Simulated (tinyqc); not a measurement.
Temperature: two-band k.p model of the X valleys of a zinc-blende crystal.

k along the valley axis, counted from X, c = hbar^2/2m0, e = c k^2/ml. H = [[e - D/2, i P k], [-i P k, e + D/2]] with P^2 = D0 c/ml, so E = e -/+ sqrt(D^2/4 + D0 e). For D = 0 (diamond lattice) the bands cross at X.

With x = D/D0: for x < 1 the minima lie at k_m = sqrt(ml D0 (1 - x^2)/(4 c)), the hump at X has the height dE = (D0/4)(1 - x)^2 and the mass at the minimum is ml/(1 - x^2); the mass at X is ml/(1 - 1/x), negative for x < 1. For x > 1 the minimum is at X.

Thermal masses along the axis for one X point, lower band, E from the minimum, on 1601 points from -0.8 to 0.8 1/angstrom: density-of-states mass m_d = c I^2/(pi kT), I = integral of exp(-E/kT) dk; conductivity mass m_c = 2 c kT/<(dE/dk)^2> with central differences.

Constants: hbar^2/2m0 = 3.80998211 eV angstrom^2; kB = 8.617333262e-05 eV/K.

Inputs chosen for the exercise (out of a larger set: of the order of those of AlAs; not measured data):

| symbol | value | unit | meaning |
|---|---|---|---|
| D | 0.365 | eV | splitting of the two conduction levels at X |
| D0 | 0.16 | eV | coupling energy |
| ml | 0.579 | m0 | mass along the axis from remote bands |

Thermal masses against T.

Results:

| T (K) | kT (meV) | m_d | m_c |
|---|---|---|---|
| 10 | 0.86 | 1.029 | 1.027 |
| 20 | 1.72 | 1.027 | 1.022 |
| 50 | 4.31 | 1.021 | 1.011 |
| 100 | 8.62 | 1.012 | 0.994 |
| 200 | 17.23 | 0.996 | 0.967 |
| 300 | 25.85 | 0.983 | 0.946 |
| 500 | 43.09 | 0.962 | 0.914 |

What does the comparison show?

m_d goes from 1.029 to 0.962 and m_c goes from 1.027 to 0.914. Both start from the edge mass 1.031 and tend to ml = 0.579 for kT far above D0. 

Computed by tinyqc, a small Python program: `OMP_NUM_THREADS=1 python tinyqc.py 1850277 1850278 out.jsonl` (the numbers bound the seed that draws the inputs); one thread of a shared host (Intel(R) Xeon(R) Processor @ 2.30GHz), about 0.01 s for the whole set of steps.
